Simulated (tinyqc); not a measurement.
What each parameter does: pi bands of a honeycomb layer in tight binding.

Lattice vectors a (1,0) and a (1/2, sqrt3/2); f = exp(i ky a/sqrt3) + 2 cos(kx a/2) exp(-i ky a/(2 sqrt3)), w = |f|. H = [[D - t2 F, -t f], [., -D - t2 F]] with F = w^2 - 3, S = [[1, s0 f], [., 1]]; the levels solve det(H - E S) = 0. K = (4 pi/3a, 0), M = (pi/a, pi/(sqrt3 a)); w = 3, 1, 0 at Gamma, M, K.

Parameters, chosen for this exercise (of the size used for graphene; shifted at random, so the results belong to these values and not to a real crystal):

| symbol | value | unit | meaning |
|---|---|---|---|
| a | 2.46 | angstrom | lattice constant |
| t | 3.01 | eV | nearest hopping |
| t2 | 0 | eV | second-neighbour hopping |
| s0 | 0 |  | overlap of neighbours |
| D | 0.141 | eV | +D on A, -D on B |

Gap at K, difference at M, and the two levels at Gamma, from (e - E)^2 - D^2 - (t + s0 E)^2 w^2 = 0, e = -t2 (w^2 - 3).

One parameter was then changed.

Results before and after:

| case | gap at K (eV) | difference at M (eV) | lower at Gamma (eV) | upper at Gamma (eV) |
|---|---|---|---|---|
| base | 0.2820 | 6.0266 | -9.0311 | 9.0311 |
| changed | 0.2820 | 6.0266 | -9.3311 | 8.7311 |

Which of these changes was made? (a) t2 = 0.05 eV; (b) a = 2.5092 angstrom; (c) t = 3.1605 eV; (d) D = 0.241 eV; (e) s0 = 0.03.

Answer: (a) t2 = 0.05 eV. Of the candidates, run in turn, only this one gives the changed row.

All candidates:

| case | gap at K (eV) | difference at M (eV) | lower at Gamma (eV) | upper at Gamma (eV) |
|---|---|---|---|---|
| base | 0.2820 | 6.0266 | -9.0311 | 9.0311 |
| t = 3.1605 eV | 0.2820 | 6.3273 | -9.4825 | 9.4825 |
| t2 = 0.05 eV | 0.2820 | 6.0266 | -9.3311 | 8.7311 |
| s0 = 0.03 | 0.2820 | 6.0320 | -8.2855 | 9.9242 |
| D = 0.241 eV | 0.4820 | 6.0393 | -9.0332 | 9.0332 |
| a = 2.5092 angstrom | 0.2820 | 6.0266 | -9.0311 | 9.0311 |

At points fixed by symmetry a drops out; the gap at K is 2D whatever the hoppings.

Program tinyqc; command `OMP_NUM_THREADS=1 python tinyqc.py 1450806 1450807 out.jsonl`; about 0.01 s on one thread of a shared Intel(R) Xeon(R) Processor @ 2.30GHz.
